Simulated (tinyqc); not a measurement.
What each parameter does: round or elliptic silicon nanowire with anisotropic valleys (Ritz method).

Wire along x = [110] on a (001) wafer, y = [-110], z = [001]. Valley groups (w = inverse masses): A, two valleys along z: w_y = 1/mt, w_z = 1/ml, m_x = mt; B, four valleys in the wafer plane: w_y = (1/ml + 1/mt)/2, w_z = 1/mt, m_x = (ml + mt)/2.

Hard wall on the ellipse (y/a)^2 + (z/b)^2 = 1, c = hbar^2/2m0. With u = y/a, v = z/b the operator is -c [(w_y/a^2) d2/du2 + (w_z/b^2) d2/dv2] on the unit disc. Basis (1 - u^2 - v^2) u^i v^j; S, X and Y are the disc integrals of f f', (df/du)(df'/du) and (df/dv)(df'/dv), from the integral of u^p v^q = 2 Gamma((p+1)/2) Gamma((q+1)/2)/((p + q + 2) Gamma((p+q+2)/2)) for even p, q; H = c (w_y X/a^2 + w_z Y/b^2).

Converged values use 21 functions of each parity class (e or o in u, then in v).

Constants: hbar^2/2m0 = 3.80998211 eV angstrom^2.

Parameters, chosen for this exercise (near those of a Si nanowire; not measured data): ml = 0.906 m0 (longitudinal mass); mt = 0.191 m0 (transverse mass); a = 29 angstrom (semi-axis along y); b = 29 angstrom (semi-axis along z).

Lowest level of groups A and B.

One parameter was then changed.

Results before and after:
```
case     A (eV)  B (eV)  B - A (meV)
base     0.0817  0.1099         28.3
changed  0.0889  0.1212         32.3
```

Which of these changes was made? (a) a = 32 angstrom; (b) ml = 1.015 m0; (c) b = 27 angstrom; (d) mt = 0.172 m0.

Answer: (d) mt = 0.172 m0. Of the candidates, run in turn, only this one gives the changed row.

All candidates:
```
case             A (eV)  B (eV)  B - A (meV)
base             0.0817  0.1099         28.3
a = 32 angstrom  0.0699  0.1023         32.5
b = 27 angstrom  0.0841  0.1203         36.2
ml = 1.015 m0    0.0799  0.1091         29.2
mt = 0.172 m0    0.0889  0.1212         32.3
```

tinyqc: `OMP_NUM_THREADS=1 python tinyqc.py 1281579 1281580 out.jsonl`; about 0.03 s, one thread, shared Intel(R) Xeon(R) Processor @ 2.30GHz.
